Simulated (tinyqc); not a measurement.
Surface photovoltage measurement of the minority-carrier diffusion length in a wafer: one step, computed by the program tinyqc. Command: `OMP_NUM_THREADS=1 python tinyqc.py 3130136 3130137 out.jsonl spv walk`. One thread of a shared host (Intel(R) Xeon(R) Processor @ 2.30GHz), about 0.01 s of CPU time with the checks.

Low injection, steady light, a depletion layer much thinner than 1/alpha and L. The excess density dn is taken at the front edge of the neutral region; light that reaches the back is lost.

Question. The linear plot. alpha = (84.732/lambda - 76.417)^2 per cm with lambda in micrometre (an empirical fit for silicon between 0.7 and 1.05 micrometre). Thick wafer: dn = Phi L/((S_f + D/L)(L + 1/alpha)). Finite wafer, with s = S_b L/D, w = W/L, a = alpha L: dn = [Phi a/(a^2 - 1)] [a - B - exp(-alpha W)(a - s)/(cosh w + s sinh w)]/(S_f + B D/L), B = (sinh w + s cosh w)/(cosh w + s sinh w). Readings y = (Phi/dn) (1 + noise x g) at 780, 830, 880, 920, 950, 975 and 995 nm; a least-squares line y = c (1/alpha + L_app) gives L_app = intercept/slope.

Inputs (values chosen for the exercise, modelled on p-type silicon at room temperature):
```
quantity                            value        unit
diffusion length L                     38  micrometre
wafer thickness W                     525  micrometre
diffusivity D                        27.3      cm^2/s
front recombination velocity S_f    92000        cm/s
back recombination velocity S_b      1900        cm/s
photon flux entering              8.3e+13  1/(cm^2 s)
relative noise of each reading          0           %
```

normal deviates g for the noise: 1.84  -0.48  -0.09  0.48  -0.80  0.69  -1.73

Give: the table «Readings» with the columns 1/alpha (micrometre), y (cm/s), line (cm/s), for lambda (nm) = 780, 830, 880, 920, 950, 975, 995; slope; apparent length L_app; error of L_app (rounded to 0.001).

Answer.

Readings:
```
lambda (nm)  1/alpha (micrometre)    y (cm/s)  line (cm/s)
780                          9.64  1.2434e+05   1.2434e+05
830                         15.18  1.3880e+05   1.3880e+05
880                         25.33  1.6530e+05   1.6530e+05
920                         40.66  2.0531e+05   2.0531e+05
950                         61.28  2.5913e+05   2.5913e+05
975                         90.92  3.3649e+05   3.3649e+05
995                        130.89  4.4082e+05   4.4082e+05
```

slope = 2610.1 cm/(s micrometre)

apparent length L_app = 38.000 micrometre

error of L_app (rounded to 0.001) = 0 %

At W/L = 13.8 the finite thickness shifts L_app by less than 0.05 %. S_f scales all readings alike and leaves L_app unchanged.
